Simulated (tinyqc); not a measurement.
Printed widths: electron-beam lithography: double-Gaussian proximity function, edge placement and dose correction for parallel lines. Computed by tinyqc, a small Python program. Command: `OMP_NUM_THREADS=1 python tinyqc.py 3110653 3110654 out.jsonl proximity walk`. One thread of a shared host (Intel(R) Xeon(R) Processor @ 2.30GHz), about 0.01 s of CPU time with the checks.

Lines are infinitely long. Absorbed energy is counted so that the middle of a very large area written at dose 1 receives 1; the resist develops where it exceeds 1/2.

Inputs (values chosen for the exercise, of the order of those for 30 keV electrons in resist on silicon): forward range alpha = 0.016 micrometre; backscatter range beta = 4.4 micrometre; backscatter ratio eta = 0.99.

line widths (micrometre): 0.1  0.1  0.03  0.036

gaps between the lines (micrometre): 0.15  0.11  0.3

Method:
- The first line starts at x = 0; each next one starts after the width and the gap.
- f(r) = [exp(-r^2/alpha^2)/alpha^2 + eta exp(-r^2/beta^2)/beta^2]/(pi (1 + eta)). A line from a to b at dose d gives E(x) = d [S(alpha) + eta S(beta)]/(1 + eta), S(s) = [erf((b - x)/s) - erf((a - x)/s)]/2.
- M_ij is the mean of E at the two edges of line i from line j at dose 1.
- Uncorrected edge energies are M 1. Solve M d = 1/2 for the doses d that put the mean edge energy of every line at the threshold.
- Edges are the roots of E(x) = 1/2 between a line centre and the middle of the next gap. Three cases: dose 1 everywhere; one common dose equal to the mean of d; the corrected doses.

Lines (micrometre):
```
line  left edge  right edge  centre
1          0.00       0.100   0.050
2          0.25       0.350   0.300
3          0.46       0.490   0.475
4          0.79       0.826   0.808
```

corrected doses: 1 1.86473, 2 1.86435, 3 1.87960, 4 1.86876

Width error, printed less drawn (nm):
```
line  drawn width (nm)   dose 1  mean dose  corrected
1                  100  -39.999    0.07282          0
2                  100  -39.971    0.07863          0
3                   30  missing   -0.15620          0
4                   36  missing    0.01172          0
```

What does the comparison show, and why?

At dose 1, 2 of the 4 lines stay below the threshold. With the common mean dose the errors span 0.2 nm. With corrected doses the largest error is below 0.01 nm.

Extremes, crossings and ranges named in words are read from the listed rows.
